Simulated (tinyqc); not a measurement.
Spin coating of a resist or spin-on film: centrifugal thinning, evaporation and the final thickness (Emslie and Meyerhofer models): one step, computed by the program tinyqc.

A Newtonian film stays uniform over the wafer; solvent and solids have the same density and the concentration is uniform through the thickness.

Task: Thinning without evaporation. dh/dt = -K h^3 gives h = h0/sqrt(1 + 2 K h0^2 t); for long times h = 1/sqrt(2 K t).

Inputs (values chosen for the exercise, of the order of those of a polymer resist in an ester solvent): starting thickness h0 = 300 micrometre; time t = 1.5 s.

flow constant K = 0.003287405 1/(micrometre^2 s)

Give: h(t) without evaporation; long-time form; time 1/(2 K h0^2).

Result:

h(t) without evaporation = 10.064 micrometre

long-time form = 10.070 micrometre

time 1/(2 K h0^2) = 0.0016900 s

The long-time form is within 0.056 %: the starting thickness is forgotten.
